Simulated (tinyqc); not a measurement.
## Stress from a rosette of three resistors

Problem. In the (001) plane dR/R(0) = p11 sxx + p12 syy, dR/R(90) = p12 sxx + p11 syy and dR/R(45) = (p11 + p12)(sxx + syy)/2 + p44 sxy. Find the three stresses.

Parameters, values chosen for the exercise: piezoresistive coefficient p11 = 6.53 x 1e-11/Pa; piezoresistive coefficient p12 = -1.1 x 1e-11/Pa; piezoresistive coefficient p44 = 142 x 1e-11/Pa.

dR/R at 0, 45 and 90 degrees (%): [-0.92818000, 4.7984450, -1.1189300]

Solution. The first and third give sxx and syy; the 45-degree value less their mean is p44 sxy.

sxx = -176.0 MPa
syy = -201.0 MPa
sxy = 41.00 MPa

Program tinyqc, `OMP_NUM_THREADS=1 python tinyqc.py 2530075 2530076 out.jsonl`; Intel Xeon 2.30GHz, shared host, one thread, about 0.01 s.
